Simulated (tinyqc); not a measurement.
# From oxide thickness x back to initial oxide x_i

Model: Deal-Grove kinetics of thermal oxidation of silicon. Computed by tinyqc, a small Python program. Command: `OMP_NUM_THREADS=1 python tinyqc.py 3030701 3030702 out.jsonl oxide inv`. One thread of a shared host (Intel(R) Xeon(R) Processor @ 2.30GHz), about 0.4 s of CPU time with the checks.

Oxidant diffuses through the oxide and reacts at the interface, so that dx/dt = B/(A + 2x) for the oxide thickness x.

Inputs (values chosen for the exercise, close to those used for silicon): prefactor B0 = 424 um^2/h; activation energy E_B = 0.78 eV; prefactor (B/A)0 = 8.59e+07 um/h; activation energy E_A = 2.05 eV; temperature T = 1100 C; oxidant pressure p = 0.5 atm; pressure exponent m of B/A = 1; time t = 0.78 h.

Ambient: steam. Surface: (100).

Constants: k_B = 8.617333262e-05 eV/K.

Method:
- B = B0 p exp(-E_B/(k_B T)), B/A = (B/A)0 p^m exp(-E_A/(k_B T)), p in atm; A = B/(B/A).
- Temperatures in kelvin are T(C) + 273.15.
- tau = (x_i^2 + A x_i)/B and x = (A/2) [sqrt(1 + 4 B (t + tau)/A^2) - 1], the root of x^2 + A x = B (t + tau).
- Silicon consumed is 0.44 times the oxide grown; the rate is B/(A + 2x).

Problem. A run gave the result below. Find the initial oxide x_i, known to lie between 0.049 and 0.083 um.

oxide thickness x = 0.3916175 um

Solution.

Each step takes the trial c = (a f_b - b f_a)/(f_b - f_a), f being the result less the target and a, b, c the logarithms of the listed values; c replaces end b, the old b replaces a if the sign of f changed, and otherwise f_a is halved.

Scan of the range:
```
initial oxide x_i (um)  oxide thickness x (um)
0.0490                                0.389958
0.0535                                0.391426
0.0584                                0.393065
0.0638                                0.394920
0.0696                                0.396969
0.0760                                0.399296
0.0830                                0.401921
```

False position (Illinois rule, in the logarithm of the input) inside the bracket:
```
step      end a      end b      trial  oxide thickness x (um)
1     0.0535000  0.0584000  0.0540514                0.391608
2     0.0584000  0.0540514  0.0540785                0.391617
3     0.0584000  0.0540785  0.0540812                0.391618
4     0.0540785  0.0540812  0.0540799                0.391617
```

Oxide thickness x rises at every point of a 13-point scan of the range (every second point is shown), so one value fits; it is bracketed by 0.0535 and 0.0584. Answer: initial oxide x_i = 0.05408 um.
